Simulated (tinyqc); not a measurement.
Choosing the offset: vacuum evaporation: vapour pressure, source flux, thickness distribution, purity and step coverage. Computed by tinyqc, a small Python program. Command: `OMP_NUM_THREADS=1 python tinyqc.py 3111944 3111945 out.jsonl evap walk`. One thread of a shared host (Intel(R) Xeon(R) Processor @ 2.30GHz), about 0.01 s of CPU time with the checks.

Molecular flow, unit sticking of the metal, no re-evaporation. The background gas is taken as water vapour (18.015 g/mol, collision diameter 0.37 nm) at 300 K.

Inputs (values chosen for the exercise, modelled on silver, with constants for the liquid): directionality n = 3; source-to-wafer distance h = 24 cm; wafer radius R = 10 cm.

Method. Rotating wafer, source offset by s and facing upwards: thickness at radius r is the mean over the angle a of (1 + (r^2 + s^2 - 2 r s cos a)/h^2)^(-(n + 3)/2), by 360 equal steps; non-uniformity (max - min)/(max + min) over 21 radii from 0 to R. The curvature at the centre vanishes at s/h = sqrt(2/(n + 3)).

Against the offset:
```
s/h  centre thickness  edge over centre  non-uniformity (%)
0.0            1.0000            0.6186              23.562
0.2            0.8890            0.6662              20.033
0.4            0.6407            0.7974              11.271
0.5            0.5120            0.8831               6.208
0.6            0.3975            0.9727               1.496
0.7            0.3023            1.0587               2.849
0.8            0.2267            1.1348               6.313
0.9            0.1686            1.1971               8.973
1.1            0.0926            1.2771              12.168
```

What does the comparison show, and why?

The best row, s/h = 0.6, has 1.5 % against 24 % on the axis, at the price of a rate lower by a factor 2.52; the small-wafer optimum is sqrt(2/(n + 3)) = 0.58.

Extremes, crossings and ranges named in words are read from the listed rows.
